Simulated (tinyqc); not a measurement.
Comparisons within one model: three-level Kane dispersion of a narrow-gap semiconductor. A value that a table varies takes the place of the one given here.

Zero of energy at Gamma8, c = hbar^2/2m0, P^2 = Ep c. The free-electron term and remote bands are left out, so the heavy holes are flat at E = 0 and the other three bands obey E (E - Eg)(E + Dso) = P^2 k^2 (E + 2 Dso/3). The conduction band is the highest root; its edge is Ec = max(Eg, 0).

Degenerate electrons at T = 0: kF = (3 pi^2 n)^(1/3), 1 cm^-3 = 1e-24 angstrom^-3; EF is the highest root at kF. The momentum (cyclotron, optical) mass is m(E) = hbar^2 k/(dE/dk) = c d(k^2)/dE with d(k^2)/dE = k^2 [1/E + 1/(E - Eg) + 1/(E + Dso) - 1/(E + 2 Dso/3)]; the density of states is k d(k^2)/dE/(2 pi^2).

Edge mass m0* = Eg (Eg + Dso)/(Ep (Eg + 2 Dso/3)).
Constants: hbar^2/2m0 = 3.80998211 eV angstrom^2.

Parameters, chosen for this exercise (near those of InAs; the results hold for these values, not for the real material): Eg = 0.421 eV (E(Gamma6) - E(Gamma8)); Dso = 0.39 eV (spin-orbit splitting); Ep = 20.8 eV (Kane energy); k = 0.022 1/angstrom (wave vector); n = 3.2e+18 cm^-3 (electron density).

## Filling the band

n from 1e15 to 1e19 cm^-3. The last column is the local power d ln(EF - Ec)/d ln n = kF^2/(1.5 (EF - Ec) d(k^2)/dE).

Results:

| n (cm^-3) | kF (1/angstrom) | EF - Ec (meV) | parabolic (meV) | m(EF) | m(EF)/m0* | power |
|---|---|---|---|---|---|---|
| 1.0e+15 | 0.00309 | 1.5 | 1.5 | 0.0243 | 1.01 | 0.665 |
| 1.0e+16 | 0.00667 | 6.9 | 7.0 | 0.0248 | 1.03 | 0.657 |
| 3.0e+16 | 0.00961 | 14.2 | 14.6 | 0.0256 | 1.06 | 0.648 |
| 1.0e+17 | 0.01436 | 30.6 | 32.6 | 0.0272 | 1.13 | 0.628 |
| 3.0e+17 | 0.02071 | 60.1 | 67.8 | 0.0303 | 1.26 | 0.599 |
| 1.0e+18 | 0.03094 | 120.5 | 151.3 | 0.0364 | 1.51 | 0.555 |
| 3.0e+18 | 0.04462 | 216.2 | 314.7 | 0.0459 | 1.90 | 0.509 |
| 1.0e+19 | 0.06665 | 388.0 | 702.2 | 0.0628 | 2.61 | 0.463 |

The power falls from 0.665 to 0.463: 2/3 marks a parabola, 1/3 a linear band. The parabola is within 10 % up to n = 1.0e+17 cm^-3. The mass has doubled by n = 1.0e+19 cm^-3 and ends at 2.6 times its edge value.

## Closing and inverting the gap

Eg is varied at fixed k, Dso and Ep. Edge mass: Eg (Eg + Dso)/(Ep (Eg + 2 Dso/3)) for Eg > 0, 3 |Eg|/(2 Ep) for Eg < 0. The Gamma6 weight of the conduction state is 1/(1 + P^2 k^2 [(2/3)/E^2 + (1/3)/(E + Dso)^2]).

Results:

| Eg (eV) | m0* | highest root (eV) | middle (eV) | lowest (eV) | E - Ec (meV) | Gamma6 weight |
|---|---|---|---|---|---|---|
| -0.400 | 0.02885 | 0.0593 | -0.3138 | -0.5356 | 59.3 | 0.120 |
| -0.200 | 0.01442 | 0.0951 | -0.2306 | -0.4545 | 95.1 | 0.258 |
| -0.080 | 0.00577 | 0.1345 | -0.1711 | -0.4334 | 134.5 | 0.406 |
| -0.020 | 0.00144 | 0.1615 | -0.1447 | -0.4269 | 161.5 | 0.494 |
| 0.020 | 0.00141 | 0.1825 | -0.1291 | -0.4234 | 162.5 | 0.553 |
| 0.080 | 0.00532 | 0.2182 | -0.1090 | -0.4192 | 138.2 | 0.636 |
| 0.200 | 0.01233 | 0.3029 | -0.0797 | -0.4132 | 102.9 | 0.766 |
| 0.400 | 0.02302 | 0.4694 | -0.0522 | -0.4072 | 69.4 | 0.882 |

The edge mass vanishes with |Eg| from both sides, yet the kinetic energy at this k stays finite, at most 162.5 meV in the table; at Eg = 0 the two-level form, without the split-off band, gives the linear value sqrt(2/3) P k = 159.9 meV. The Gamma6 weight of the conduction state goes smoothly from 0.12 to 0.88 and is 0.49 and 0.55 in the two rows next to Eg = 0: at finite k nothing jumps at the inversion.

## What each parameter does

Edge mass, EF - Ec and m(EF). Each row changes one parameter from the base and keeps the others.

Results:

| case | m0* (m0) | EF - Ec (meV) | m(EF) (m0) |
|---|---|---|---|
| base | 0.02410 | 223.45 | 0.04662 |
| n = 6.4e+18 cm^-3 | 0.02410 | 314.44 | 0.05561 |
| Eg = 0.3579 eV | 0.02083 | 239.43 | 0.04511 |
| Dso = 0.3315 eV | 0.02372 | 225.86 | 0.04627 |
| Ep = 17.68 eV | 0.02836 | 197.25 | 0.05179 |

The largest shifts from the base row, up to three for each result and ties (the steps differ in size, so this ranks the rows, not the parameters). m0* (m0): Ep +0.00425, Eg -0.00328, Dso -0.00038; unchanged at the printed digits by n. EF - Ec (meV): n +90.98, Ep -26.21, Eg +15.97. m(EF) (m0): n +0.00898, Ep +0.00517, Eg -0.00151.

Computed by tinyqc, a small Python program: `OMP_NUM_THREADS=1 python tinyqc.py 1080781 1080782 out.jsonl` (the numbers bound the seed that draws the inputs); one thread of a shared host (Intel(R) Xeon(R) Processor @ 2.30GHz), about 0.01 s for the whole set of steps.
